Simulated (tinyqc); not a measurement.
Yield per ion against the flux ratio: ion-assisted plasma etching: sheath, surface coverage, synergy and aspect-ratio dependence. Computed by tinyqc, a small Python program. Command: `OMP_NUM_THREADS=1 python tinyqc.py 3026094 3026095 out.jsonl etch walk`. One thread of a shared host (Intel(R) Xeon(R) Processor @ 2.30GHz), about 0.04 s of CPU time with the checks.

Radicals adsorb on bare sites; ions remove covered sites with a high yield and bare sites by sputtering; a slow spontaneous reaction acts everywhere, walls included.

Inputs (values chosen for the exercise, close to those used for silicon in a halogen plasma): plasma density n_e = 1.6e+11 1/cm^3; electron temperature T_e = 4.7 eV; ion mass M_i = 80 u; sheath voltage V = 290 V; radical density n = 1.4e+13 1/cm^3; radical mass M_n = 80 u; gas temperature T_g = 350 K; sticking coefficient s = 0.098; radicals per removed unit x = 3; yield slope b = 0.38 eV^(-1/2); threshold E_th = 11 eV; sputter slope b_p = 0.026 eV^(-1/2); sputter threshold E_p = 31 eV; spontaneous reaction probability k_c = 0.00041; solid density N = 5e+22 1/cm^3; ion temperature T_i = 0.11 eV.

Feature: long trench.

Constants: e = 1.602176634e-19 C; u = 1.6605390666e-27 kg; k_B = 1.380649e-23 J/K; eps_0 = 8.8541878128e-12 F/m.

Method:
- Bohm speed u_B = sqrt(e T_e/M_i); ion flux G_i = 0.61 n_e u_B; radical flux G_n = n c/4 with c = sqrt(8 k_B T_g/(pi M_n)).
- Debye length lambda_D = sqrt(eps_0 T_e/(e n_s)) with n_s = 0.61 n_e, T_e in volts; Child-law sheath d = (sqrt2/3) lambda_D (2 V/T_e)^(3/4); ion energy E = V + T_e/2; angular spread = arctan(sqrt(T_i/E)).
- Yields: Y = b (sqrt(E) - sqrt(E_th)) on covered sites, Y_p = b_p (sqrt(E) - sqrt(E_p)) on bare ones (zero below threshold).
- Steady coverage: s G_n (1 - theta) = x Y G_i theta; removal flux = Y G_i theta + Y_p G_i (1 - theta) + k_c G_n; rate = flux/N, 1 cm/s = 6e8 nm/min.
- The ion flux is fixed and the radical flux set by the ratio; the removal per ion is the removal flux over G_i.

yield Y = 5.23702

sputter yield Y_p = 0.299793

ion flux G_i = 2.32372e+16 1/(cm^2 s)

Open field:
```
G_n/G_i       theta  rate (nm/min)  removal per ion
0.3      1.8678e-03           86.2           0.3091
1        6.1990e-03           92.2           0.3308
3        1.8369e-02          109.2           0.3917
10       5.8714e-02          165.6           0.5938
30       1.5763e-01          304.0           1.0904
100      3.8415e-01          623.9           2.2374
300      6.5173e-01         1015.1           3.6405
1000     8.6183e-01         1384.4           4.9649
3000     9.4927e-01         1733.5           6.2166
```

Coverage reaches one half at G_n/G_i = x Y/s = 160. Below that the ion-assisted part follows the radical flux, on top of the sputter floor Y_p = 0.300; above it the ion-assisted part saturates at Y = 5.24 per ion, and the further rise to 6.22 comes from the spontaneous reaction, which costs anisotropy.
